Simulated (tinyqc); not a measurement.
Optical gain and spontaneous emission in a bulk direct-gap semiconductor: one step. Absorption of the empty crystal. Three cases, with inputs chosen for the exercise.

Problem. Evaluate at E for heavy and light holes.

Parabolic bands, vertical transitions, no excitons. For each hole band j: mr = me mj/(me + mj); joint density of states J_j(E) = (mr/c)^(3/2) sqrt(E - Eg)/(2 pi^2), both spins, c = hbar^2/2m0; averaged matrix element |e.p|^2 = m0 Ep/6; alpha_j(E) = 4 pi^2 alpha_f c Ep J_j/(3 nr E) in 1/angstrom (alpha_f the fine-structure constant, listed as alpha among the constants), times 1e8 for 1/cm.

Constants: hbar^2/2m0 = 3.80998211 eV angstrom^2; fine-structure constant alpha = 0.007297352564.

Give: mr, J and alpha of each hole band.

Case 1.

Values chosen (near those of GaAs; not measured data): Eg = 1.417 eV (direct gap); me = 0.0674 m0 (electron mass); mhh = 0.483 m0 (heavy-hole mass); mlh = 0.0835 m0 (light-hole mass); Ep = 25.9 eV (Kane energy); nr = 3.56 (refractive index); E = 1.461 eV (photon energy).

Solution.

mr, J and alpha of each hole band:

| hole | mr (m0) | J (1/(eV angstrom^3)) | alpha (1/cm) |
|---|---|---|---|
| heavy | 0.05915 | 2.055e-05 | 3744.8 |
| light | 0.03730 | 1.029e-05 | 1875.1 |

The heavy-hole band gives 67 % of the total, 5620 1/cm.

Case 2.

Values chosen (near those of GaAs; not measured data): Eg = 1.448 eV (direct gap); me = 0.0681 m0 (electron mass); mhh = 0.487 m0 (heavy-hole mass); mlh = 0.0818 m0 (light-hole mass); Ep = 25.7 eV (Kane energy); nr = 3.59 (refractive index); E = 1.464 eV (photon energy).

Solution.

mr, J and alpha of each hole band:

| hole | mr (m0) | J (1/(eV angstrom^3)) | alpha (1/cm) |
|---|---|---|---|
| heavy | 0.05975 | 1.258e-05 | 2251.3 |
| light | 0.03716 | 6.173e-06 | 1104.4 |

The heavy-hole band gives 67 % of the total, 3356 1/cm.

Case 3.

Values chosen (near those of GaN; not measured data): Eg = 3.528 eV (direct gap); me = 0.1965 m0 (electron mass); mhh = 1.419 m0 (heavy-hole mass); mlh = 0.2932 m0 (light-hole mass); Ep = 17.3 eV (Kane energy); nr = 2.57 (refractive index); E = 3.629 eV (photon energy).

Solution.

mr, J and alpha of each hole band:

| hole | mr (m0) | J (1/(eV angstrom^3)) | alpha (1/cm) |
|---|---|---|---|
| heavy | 0.17260 | 0.0001552 | 10535.5 |
| light | 0.11765 | 8.737e-05 | 5929.2 |

The heavy-hole band gives 64 % of the total, 16465 1/cm.

Computed by tinyqc, one run a case: `OMP_NUM_THREADS=1 python tinyqc.py N N+1 out.jsonl` with N = 1680551, 1680622, 1680833; one thread of a shared Intel(R) Xeon(R) Processor @ 2.30GHz, about 0.1 s a run at most.
